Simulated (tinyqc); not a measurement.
Where a fixed hold relaxes most: thermal stress and diffusional relaxation in a metal film: Coble and Nabarro-Herring creep, cooling and holds. Computed by tinyqc, a small Python program. Command: `OMP_NUM_THREADS=1 python tinyqc.py 3018541 3018542 out.jsonl creep walk`. One thread of a shared host (Intel(R) Xeon(R) Processor @ 2.30GHz), about 0.04 s of CPU time with the checks.

A thin film on a rigid substrate is stress-free at T0. Tension is positive and the film creeps linearly: d sigma/dt = -M (mismatch) dT/dt - sigma/tau.

Inputs (values chosen for the exercise, modelled on gold films on silicon):
```
quantity                           value        unit
biaxial modulus M                    134         GPa
expansion mismatch                  11.9      1e-6/K
atomic volume Omega                   17  angstrom^3
lattice prefactor D0             1.2e-05       m^2/s
lattice energy E                    1.81          eV
boundary prefactor (delta D_b)0  2.9e-16       m^3/s
boundary energy E_b                0.874          eV
grain size d                        0.22          um
stress-free temperature T0           350           C
hold temperature T                   240           C
hold time t                         0.01           h
```

Constants: k_B = 1.380649e-23 J/K; k_B = 8.617333262e-05 eV/K.

Method:
- Thermoelastic slope = M x mismatch; sigma_0 = slope x (T0 - T).
- Creep rate per stress: Nabarro-Herring 14 D Omega/(k_B T d^2), Coble (14 pi) delta D_b Omega/(k_B T d^3), with D = D0 exp(-E/(k_B T)), delta D_b = (delta D_b)0 exp(-E_b/(k_B T)); 1/tau = M x (sum of both)/2 (biaxial strain rate is half the uniaxial one).
- Temperatures in kelvin are T(C) + 273.15.
- For each hold temperature: sigma_0 = slope (T0 - T), relaxed stress sigma_0 (1 - exp(-t/tau)), initial rate sigma_0/tau. In confined lines the relaxed part appears as void volume.

thermoelastic slope = 1.5946 MPa/K

Holds:
```
T (C)  sigma_0 (MPa)     tau (h)  relaxed (MPa)  initial rate (MPa/h)
25           518.245  4.9767e+02     1.0413e-02            1.0413e+00
65           454.461  1.0093e+01     4.5004e-01            4.5026e+01
105          390.677  4.7284e-01     8.1756e+00            8.2624e+02
145          326.893  4.0190e-02     7.2007e+01            8.1337e+03
185          263.109  5.2979e-03     2.2326e+02            4.9663e+04
225          199.325  9.7377e-04     1.9932e+02            2.0469e+05
265          135.541  2.3161e-04     1.3554e+02            5.8520e+05
305           71.757  6.7547e-05     7.1757e+01            1.0623e+06
345            7.973  2.3208e-05     7.9730e+00            3.4355e+05
```

The relaxed stress peaks at 185 C among these rows: colder holds have more stress but slower diffusion, hotter ones faster diffusion but less stress. The initial rate peaks about k_B T^2/E_b = 38 K below T0 when boundaries dominate; its largest row is 305 C. Caution: dislocation glide would cap stresses above the yield stress; capping layers can block the surface and boundary paths, and threshold stresses are ignored.

Extremes, crossings and ranges named in words are read from the listed rows.
